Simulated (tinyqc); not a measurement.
Deep-level transient spectroscopy: two steps of the calculation.

Schottky contact on an n-type layer with shallow donors Nd (all ionised) and a donor-like deep trap, neutral when filled and positive when empty; depletion approximation. Traps within lam of the depletion edge stay filled. A long pulse to Vp fills the traps beyond x1 = Wp - lam; back at Vr those between x1 and x2 = Wr - lam emit. A rate window reads S = C(t2) - C(t1).

Inputs (values chosen for the exercise); material values close to those of germanium: conduction-band density of states at 300 K Nc = 1.04e19 cm^-3; thermal velocity at 300 K vth = 3.4e7 cm/s; depth of the trap below the conduction edge Et = 0.24 eV; capture cross-section sn = 3.2e-17 cm^2; first sampling time t1 = 0.5 ms; second sampling time t2 = 2.5 ms; temperature of the transient T = 190 K.

Constants: q = 1.602176634e-19 C, kB = 1.380649e-23 J/K. Results are converted to the units shown.

Question 1. Emission rate and rate window. Emission rate en = sn vth(T) Nc(T) exp(-Et/kB T) = sn g T^2 exp(-Et/kB T), g = vth Nc/(300 K)^2, as vth goes as T^0.5 and Nc as T^1.5 (degeneracy factor 1). For an exponential transient S peaks where en = ew = ln(t2/t1)/(t2 - t1).

Wanted: g; en; 1/en; ew.

Answer 1.

g = 3.9289e21 cm^-2 s^-1 K^-2
en = 1953.9 1/s
1/en = 0.51181 ms
ew = 804.72 1/s

Question 2. Peak temperature. Fixed-point step for en(T) = ew: T(new) = (Et q/kB)/ln(sn g T^2/ew), g = vth Nc/(300 K)^2.

ew = 804.71896 1/s
T at the start = 300 K

Find: T after step 1.

Answer 2.

T after step 1 = 169.21 K

Numbers from tinyqc (`OMP_NUM_THREADS=1 python tinyqc.py 2050081 2050082 out.jsonl`; about 0.01 s on one thread of a shared Intel Xeon 2.30GHz).
